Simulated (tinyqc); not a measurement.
# Resistance of a source-drain extension with a graded tip: abruptness at a fixed junction position

y runs along the channel, the gate covers y > 0. The doping is N0 for y < y0 and N0 10^(-(y - y0)/la) beyond, uniform over the depth xj. Sheet conductance s(y) = q mu(N) max(N - Nch, 0) xj + (for y > 0) ma Cox Vo, with mu(N) = u0 + (u1 - u0)/(1 + (N/Nr)^au) and Cox = eps0 eox/tox. Current is taken as one-dimensional; depletion of the tip, spreading and the contact are left out. The metallurgical junction lies at yj, where N = Nch.

R_spacer = integral of dy/s from -Ls to 0, R_ov from 0 to yj, R_channel = (Lg - 2 yj)/(ma Cox Vo), R_total = 2 R_spacer + 2 R_ov + R_channel. Electrical length L_eff = ma Cox dR_total/d(1/Vo); R_series = R_total - L_eff/(ma Cox Vo). y0 is moved with la so that yj stays at 11.844 nm.

Inputs (values chosen for the exercise); mobility law close to that of holes in silicon: relative permittivity of the gate insulator (close to silicon dioxide) eox = 3.9; insulator thickness tox = 2.4 nm; active doping of the extension far from the gate N0 = 5e19 cm^-3; depth of the extension xj = 16 nm; channel doping Nch = 1e18 cm^-3; spacer length Ls = 5 nm; gate overdrive Vo = 0.64 V; mobility of the gate-induced layer ma = 76 cm^2/(V s); mobility at low doping u1 = 470.5 cm^2/(V s); mobility at high doping u0 = 44.9 cm^2/(V s); reference doping Nr = 2.23e17 cm^-3; exponent au = 0.719; gate length Lg = 50 nm.

Constants: q = 1.602176634e-19 C, eps0 = 8.8541878128e-14 F/cm where lengths are in cm. Results are converted to the units shown.

The same in every row: yj (nm) = 11.84; R_channel (ohm um) = 376.0.

Result of one run:
```
la (nm/decade)	R_spacer (ohm um)	R_ov (ohm um)	R_total (ohm um)	L_eff (nm)	R_series (ohm um)
2.2	7.452	33.40	457.7	28.25	53.97
```

What becomes of these results when the lateral abruptness la is changed from 2.2 to 3.4 nm/decade, all else the same?

Result of the changed run:
```
la (nm/decade)	R_spacer (ohm um)	R_ov (ohm um)	R_total (ohm um)	L_eff (nm)	R_series (ohm um)
3.4	7.452	42.90	476.7	29.20	59.49
```

The whole series:
```
la (nm/decade)	R_spacer (ohm um)	R_ov (ohm um)	R_total (ohm um)	L_eff (nm)	R_series (ohm um)
1	7.452	23.90	438.7	27.31	48.45
2.2	7.452	33.40	457.7	28.25	53.97
3.4	7.452	42.90	476.7	29.20	59.49
4.6	7.452	52.40	495.7	30.14	65.00
5.8	7.452	61.90	514.7	31.08	70.52
6.9	7.452	70.61	532.1	31.95	75.58
8.1	8.283	79.46	551.4	32.87	81.73
9.3	10.98	86.93	571.8	33.74	89.68
```

As la goes from 1 to 9.3 nm/decade, R_total rises from 439 to 572 ohm um, R_spacer rises from 7.45 to 11.0 ohm um and R_ov rises from 23.9 to 86.9 ohm um. R_total changes on average by 16.0 ohm um for each nm/decade. L_eff exceeds the metallurgical length by 0.998 nm in the first row and 7.43 nm in the last, since the gate also controls the lightly doped tips.

Computed by the program tinyqc: `OMP_NUM_THREADS=1 python tinyqc.py 2282076 2282077 out.jsonl`, one thread of a shared Intel Xeon 2.30GHz, about 0.03 s for the whole run.
